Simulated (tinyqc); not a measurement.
Comparisons within one model: phonon-assisted absorption at an indirect gap. A value that a table varies takes the place of the one given here.

alpha(E) = sum_j A_j [N_j (E - Eg + w_j)^2 + (N_j + 1)(E - Eg - w_j)^2], each bracket counted only where its base is positive; N_j = 1/(exp(w_j/kB T) - 1). The first term absorbs a phonon and the second emits one; excitons and direct transitions are left out.

Photodiode (Gaertner form with a dead layer): QE = (1 - R) exp(-alpha xj) [1 - exp(-alpha W)/(1 + alpha L)], R = ((nr - 1)/(nr + 1))^2; responsivity = QE/E in A/W for E in eV.

Constants: kB = 8.617333262e-05 eV/K.

Parameters, chosen for this exercise (loosely those of Si at room temperature; Eg is not tied to T; not measured data): Eg = 1.138 eV (indirect gap, held fixed unless listed); w = (55.9, 19) meV (two zone-edge phonons); A = (2600, 600) 1/(cm eV^2) (their strengths); T = 77 K; nr = 3.57 (refractive index); xj = 0.34 micrometre (dead layer at the surface); W = 16 micrometre (depleted width); L = 12 micrometre (minority diffusion length below it); E = 1.29 eV (photon energy).

## The square root of alpha at three temperatures

The gap is held fixed, so only the phonon occupations change.

sqrt(alpha) (1/cm^(1/2)):
```
E - Eg (eV)   150 K   300 K   450 K
-0.04         0.094   0.292   0.451
-0.02         0.212   0.660   1.019
0.00          0.417   1.121   1.691
0.02          0.689   1.670   2.467
0.04          1.135   2.354   3.376
0.07          2.127   3.650   4.999
0.10          3.691   5.415   7.057
0.15          6.580   8.713  10.863
0.20          9.545  12.142  14.823
0.30         15.530  19.109  22.888
0.45         24.542  29.641  35.094
0.60         33.567  40.202  47.342
```

Below the gap only phonon absorption acts: at E - Eg = -0.02 eV sqrt(alpha) is 0.212, 0.660 and 1.019 at 150, 300 and 450 K. A straight line through the last two rows meets the axis at E - Eg = +0.0421, +0.0290 and +0.0202 eV: the intercept is roughly a weighted mean of the thresholds, not the gap, and it moves from the emission side towards Eg as the occupations grow. At the last row alpha grows by a factor 1.99 from the lowest to the highest temperature at fixed gap.

## Spectral response

Response:
```
E (eV)  wavelength (nm)  alpha (1/cm)  1/alpha (micrometre)  dead layer  collected     QE    A/W
1.16               1069        0.0702              1.42e+05       1.000      0.000  0.000  0.000
1.20               1033          1.52              6.58e+03       1.000      0.004  0.003  0.002
1.26                984          18.9                   530       0.999      0.051  0.035  0.028
1.34                925          78.6                   127       0.997      0.194  0.132  0.099
1.44                861           212                  47.1       0.993      0.433  0.294  0.204
1.59                780           536                  18.7       0.982      0.742  0.498  0.313
1.79                693      1.20e+03                  8.36       0.960      0.939  0.617  0.345
2.04                608      2.39e+03                  4.19       0.922      0.994  0.627  0.307
2.34                530      4.36e+03                  2.29       0.862      1.000  0.589  0.252
2.74                452      7.91e+03                  1.26       0.764      1.000  0.523  0.191
```

QE is highest, 0.627, at 2.04 eV of those listed and the responsivity at 1.79 eV; reflection alone caps QE at 0.684. Near the gap weak absorption limits it (collected share 0.000); at the top the dead layer passes 0.764. Far above the gap the quadratic law and a constant index are only rough.

## What moves the response

At the energy E. Each row changes one parameter from the base and keeps the others.

Results:
```
case                  alpha (1/cm)      QE
base                         36.36  0.0655
Eg = 1.118 eV                51.30  0.0903
T = 127 K                    41.48  0.0741
W = 32 micrometre            36.36  0.1004
L = 6 micrometre             36.36  0.0523
xj = 0.68 micrometre         36.36  0.0654
nr = 3.75                    36.36  0.0637
```

The largest shifts from the base row, up to three for each result and ties (the steps differ in size, so this ranks the rows, not the parameters). alpha (1/cm): Eg +14.9, T +5.12; unchanged at the printed digits by W, L, xj and nr. QE: W +0.0349, Eg +0.0247, L -0.0132.

Program tinyqc; command `OMP_NUM_THREADS=1 python tinyqc.py 1680270 1680271 out.jsonl`; about 0.01 s on one thread of a shared Intel(R) Xeon(R) Processor @ 2.30GHz.
